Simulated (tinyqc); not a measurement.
Tail length against growth temperature: equilibrium and kinetic segregation of a solute to boundaries and growing surfaces. Computed by tinyqc, a small Python program. Command: `OMP_NUM_THREADS=1 python tinyqc.py 3027952 3027953 out.jsonl segreg walk`. One thread of a shared host (Intel(R) Xeon(R) Processor @ 2.30GHz), about 0.01 s of CPU time with the checks.

Inputs (values chosen for the exercise, for a model alloy): exchange barrier E_b = 1.68 eV; surface segregation energy E_s = 0.25 eV; growth rate = 0.47 monolayers/s.

Constants: k_B = 8.617333262e-05 eV/K.

Method. Two-state exchange during growth, dilute: jump up r_u = nu exp(-E_b/(k_B T_g)), jump back r_d = r_u exp(-E_s/(k_B T_g)), nu = 1e13 1/s. In the time 1/R of one monolayer the share carried up is p = [r_u/(r_u + r_d)] [1 - exp(-(r_u + r_d)/R)]; the tail decays as p^n, length -1/ln p monolayers; the equilibrium limit has p = r_u/(r_u + r_d).

Exchange model:

| T_g (K) | r_u/R | p | length (monolayers) | equilibrium limit |
|---|---|---|---|---|
| 546 | 6.6205e-03 | 0.00660 | 1.9917e-01 | 203.54 |
| 584 | 6.7594e-02 | 0.06535 | 3.6656e-01 | 144.19 |
| 616 | 3.8287e-01 | 0.31759 | 8.7183e-01 | 111.51 |
| 648 | 1.8273e+00 | 0.83299 | 5.4725e+00 | 88.47 |
| 673 | 5.5870e+00 | 0.98332 | 5.9467e+01 | 74.99 |
| 699 | 1.6411e+01 | 0.98449 | 6.3958e+01 | 63.96 |
| 737 | 6.9130e+01 | 0.98086 | 5.1732e+01 | 51.73 |
| 794 | 4.6173e+02 | 0.97476 | 3.9120e+01 | 39.12 |
| 889 | 6.3667e+03 | 0.96315 | 2.6634e+01 | 26.63 |

What does the comparison show, and why?

The length peaks among these rows at 699 K with 64.0 monolayers. Below, exchange freezes (r_u/R = 0.0066 in the first row); above, the length follows the equilibrium limit, about exp(E_s/(k_B T)), down to 26.6.

Extremes, crossings and ranges named in words are read from the listed rows.
